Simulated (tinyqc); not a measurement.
Thin-film optics by transfer matrices: sweeps and comparisons. A value that a table varies takes the place of the one given here.

Indices N = n + i k. Snell: N0 sin(theta) = N_j sin(theta_j), with Im(N_j cos theta_j) >= 0. Admittance y_j = N_j cos theta_j for s and N_j/cos theta_j for p. Phase delta_j = 2 pi N_j cos theta_j d_j/lambda. Layer matrix [[cos delta, -i sin delta/y], [-i y sin delta, cos delta]], multiplied from the top down to M. (B, C) = M (1, y_sub); r = (y0 B - C)/(y0 B + C), R = |r|^2, T = 4 Re y0 Re y_sub/|y0 B + C|^2, absorbed in the films 1 - R - T.

Ellipsometry: rho = tan(Psi) exp(i Delta) = -conj(r_p/r_s) with the r of the admittance formula, Delta in 0 to 360 degrees, so that a bare dielectric at small angles gives Delta = 180.

Values chosen for the exercise (indices near those of resist, ARC, SiO2 on W; the results hold for these values, not for the real material): lam = 365 nm (vacuum wavelength); n0 = 1 (ambient index); n = (1.699, 1.749, 1.47, 3.394) (n of resist, ARC, SiO2, substrate); k = (0.025, 0.307, 0, 2.508) (k in the same order); d = (321, 31.6, 2.6) nm (thicknesses, top first); theta = 70 degrees (angle of incidence); pol = p (polarisation).

## Swing curve: thickness of the top film

The first entry of d takes the values listed.

Stack:
```
d_1 (nm)       R       T  absorbed
321.0     0.0442  0.3797    0.5761
342.5     0.0031  0.3877    0.6092
364.0     0.0473  0.3627    0.5900
385.5     0.1179  0.3276    0.5545
406.9     0.1440  0.3093    0.5467
428.4     0.1072  0.3138    0.5790
449.9     0.0364  0.3306    0.6330
471.4     0.0007  0.3358    0.6636
492.9     0.0395  0.3160    0.6446
514.4     0.1024  0.2882    0.6094
535.9     0.1261  0.2732    0.6007
557.4     0.0932  0.2761    0.6307
578.8     0.0311  0.2881    0.6808
```

R swings between 0.0007 and 0.1440 on these points. The period is lambda/(2 Re(N_1 cos theta_1)) = 128.9 nm, six rows. The swing shrinks from 0.1409 in the first period to 0.1255 in the second, as the film absorbs the wave that returns from below. The swing ratio (max - min)/mean is 2.09.

## Angle of incidence

Both polarisations.

Stack:
```
theta (degrees)     R_s     R_p    Psi   Delta
0                0.0664  0.0664  45.00  180.00
15               0.1025  0.0913  43.33  176.20
30               0.2198  0.1443  39.02  169.95
45               0.3619  0.1435  32.20  170.02
55               0.4237  0.0883  24.53  182.29
60               0.4449  0.0561  19.56  198.42
65               0.4658  0.0360  15.53  229.99
70               0.4954  0.0442  16.63  274.81
75               0.5469  0.1013  23.29  308.44
80               0.6373  0.2362  31.33  329.80
85               0.7845  0.4997  38.59  345.87
```

R_s and R_p agree at normal incidence (0.0664). R_p is lowest at 65 degrees of those listed (0.0360), where R_s = 0.4658; the top face alone would stop reflecting p light at arctan(n/n0) = 59.5 degrees, while the layers and the substrate below set where the minimum falls. R_s rises steadily with the angle.

## Thickness of the antireflection layer under the resist

Light arrives at normal incidence from inside the resist, taken as the ambient with its real index n; the second entry of d takes the values listed.

Reflectance back into the resist:
```
d_2 (nm)       R
0         0.2884
10        0.2683
20        0.2198
30        0.1557
40        0.0942
50        0.0488
60        0.0242
80        0.0256
100       0.0495
120       0.0485
```

Without the layer R = 0.2884; the lowest value listed is 0.0242 at 60 nm, against a quarter wave lambda/(4 n) = 52.2 nm. A very thick layer would leave only its top interface, R = 0.0081, once absorption has removed the wave from below.

## Sensitivity of the reflectance

R for both polarisations. Each row changes one parameter from the base and keeps the others.

Results:
```
case                                R_s     R_p     T_s
base                             0.4954  0.0442  0.1825
d = (326, 31.6, 2.6) nm          0.5305  0.0279  0.1689
n = (1.733, 1.749, 1.47, 3.394)  0.5710  0.0172  0.1559
k = (0.025, 0.307, 0, 2.769)     0.5050  0.0470  0.1720
lam = 370 nm                     0.4556  0.0624  0.1995
theta = 75 degrees               0.5469  0.1013  0.1619
```

The largest shifts from the base row, up to three for each result and ties (the steps differ in size, so this ranks the rows, not the parameters). R_s: n +0.0756, theta +0.0515, lam -0.0398. R_p: theta +0.0571, n -0.0270, lam +0.0182. T_s: n -0.0265, theta -0.0206, lam +0.0170.

Program tinyqc; command `OMP_NUM_THREADS=1 python tinyqc.py 1681013 1681014 out.jsonl`; about 0.01 s on one thread of a shared Intel(R) Xeon(R) Processor @ 2.30GHz.
